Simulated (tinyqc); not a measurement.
## Film and buried-oxide thickness from two coupling ratios

Inverse problem. In a depleted film -dVT/dVb is k1 = Cs Cbox/(Cox (Cs + Cbox)) for a front channel and k2 = Cbox (Cox + Cs)/(Cox Cs) for a back channel, with Cox = eps0 eox/tox, Cs = eps0 eps_r/ts, Cbox = 3.9 eps0/tb. Find ts and tb.

Inputs (values chosen for the exercise); band and dielectric values close to those of silicon: relative permittivity eps_r = 11.9; relative permittivity of the gate insulator (close to silicon dioxide) eox = 3.9; insulator thickness tox = 2.3 nm.

coupling ratios for a front and a back channel: 0.078694652  0.37073438

Solution. With y = Cox/Cs and z = Cox/Cbox, 1/k1 = y + z and k2 = (1 + y)/z, so y = (k2/k1 - 1)/(1 + k2); the thicknesses follow from y and z.

ts = 19.0 nm
tb = 23.0 nm

Numbers from tinyqc (`OMP_NUM_THREADS=1 python tinyqc.py 2190109 2190110 out.jsonl`; about 0.6 s on one thread of a shared Intel Xeon 2.30GHz).
